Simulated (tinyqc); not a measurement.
Comparisons within one model: parabolic quantum dot in a magnetic field (Fock-Darwin). A value that a table varies takes the place of the one given here.

Two dimensions, V = m w0^2 r^2/2, one valley. hbar wc = 2 muB B/m, W = sqrt(w0^2 + wc^2/4), E(n, l, s) = (2n + |l| + 1) hbar W - l hbar wc/2 + s gs muB B, n = 0, 1, ..., l = 0, +/-1, ..., s = +/-1/2; length lam = sqrt(2c/(m hbar W)), c = hbar^2/2m0.

Two electrons, first order in the Coulomb energy: the singlet (0,0)^2 has 2W + J0 and the lowest triplet (0,0)(0,1) has 3W - wc/2 + J0/2 - Ez, with J0 = sqrt(pi/2) q/(eps lam), q = e^2/(4 pi eps0), Ez = |gs| muB B.

Exact treatment: the centre of mass separates with energy W, and the relative motion obeys [-(2c/m) Laplacian + (2c/m) r^2/(2 lam^2)^2 + q/(eps r)] psi = e_l psi for angular number l, solved in 14 Gaussians r^l exp(-a r^2), a = 1.7^i/(4 lam^2), i = -3 to 10. E(S) = W + e_0, E(T) = W + e_1 - wc/2 - Ez.

Constants: muB = 5.788381798e-05 eV/T; hbar^2/2m0 = 3.80998211 eV angstrom^2; e^2/(4 pi eps0) = 14.39964547 eV angstrom.

Parameters, chosen for this exercise (near those of a gate-defined dot in InAs; the results hold for these values, not for the real material):
```
symbol  value                                 unit  meaning
m       0.031                                 m0    mass
gs      -7.93                                       g factor
w0      3.8                                   meV   confinement energy hbar w0
Bs      (0, 0.25, 0.51, 0.81, 1.2, 1.8, 2.6)  T     fields
eps     14.6                                        dielectric constant
B       0.72                                  T     magnetic field
```

## Levels against field

Six orbital levels without the Zeeman term.

Levels (meV):
```
B (T)  (0,0)  (0,1)  (0,-1)   (0,2)   (1,0)   (0,3)
0      3.800  7.600   7.600  11.400  11.400  15.200
0.25   3.829  7.190   8.124  10.552  11.486  13.914
0.51   3.918  6.883   8.787   9.848  11.753  12.813
0.81   4.090  6.667   9.692   9.245  12.270  11.822
1.2    4.411  6.582  11.063   8.753  13.234  10.924
1.8    5.073  6.785  13.507   8.497  15.219  10.209
2.6    6.165  7.475  17.185   8.786  18.495  10.096
```

(0,2) crosses (0,-1) where W = 3 wc/2, that is wc = w0/sqrt(2), B = 0.72 T, and (0,3) crosses it at W = wc, B = 1.17 T. States with n = 0 and l >= 0 draw together into the lowest Landau level: their spacing W - wc/2 shrinks from 3.80 to 1.31 meV, while (0,-1) climbs to 11.02 meV above (0,0).

## Singlet against triplet in a field

For each field, first order and exact.

Energies (meV):
```
B (T)     J0  W - wc/2     Ez  E(T) - E(S), first order  exact
0      4.860     3.800  0.000                     1.370   2.25
0.25   4.878     3.362  0.115                     0.808   1.69
0.51   4.935     2.965  0.234                     0.264   1.15
0.81   5.042     2.577  0.372                    -0.315   0.57
1.2    5.237     2.171  0.551                    -0.998  -0.10
1.8    5.616     1.712  0.826                    -1.922  -1.01
2.6    6.191     1.310  1.193                    -2.978  -2.04
```

Exactly, the triplet drops below the singlet between 0.81 and 1.2 T. First order puts the crossing between 0.51 and 0.81 T; with J0/W = 1.28 at zero field it misses the splitting there by 0.88 meV. From the first row to the last the orbital cost falls by 2.49 meV, the Coulomb gain J0/2 (half direct, half exchange) grows by 0.67 meV and the Zeeman gain by 1.19 meV. States of higher angular number, which take over at higher fields, in soft dots already within such a table, are left out.

## What each parameter does

The two modes W +/- wc/2, lam and the exact E(T) - E(S), with q = e^2/(4 pi eps0) and Ez = |gs| muB B. Each row changes one parameter from the base and keeps the others.

Results:
```
case           upper mode (meV)  lower mode (meV)  lam (angstrom)  E(T) - E(S) (meV)
base                      5.375             2.686           246.9               0.74
B = 1.08 T                6.319             2.285           239.0               0.10
w0 = 3.04 meV             4.668             1.980           271.9               0.23
m = 0.0356 m0             5.147             2.806           232.0               0.80
gs = -11.89               5.375             2.686           246.9               0.57
eps = 12.4                5.375             2.686           246.9               0.57
```

The largest shifts from the base row, up to three for each result and ties (the steps differ in size, so this ranks the rows, not the parameters). upper mode (meV): B +0.943, w0 -0.707, m -0.228; unchanged at the printed digits by gs and eps. lower mode (meV): w0 -0.707, B -0.401, m +0.119; unchanged at the printed digits by gs and eps. lam (angstrom): w0 +25.0, m -14.9, B -7.9; unchanged at the printed digits by gs and eps. E(T) - E(S) (meV): B -0.64, w0 -0.50, eps -0.17, gs -0.17.

Run: tinyqc, `OMP_NUM_THREADS=1 python tinyqc.py 1280686 1280687 out.jsonl`; Intel(R) Xeon(R) Processor @ 2.30GHz, one thread, shared host; about 0.04 s of CPU time with all checks.
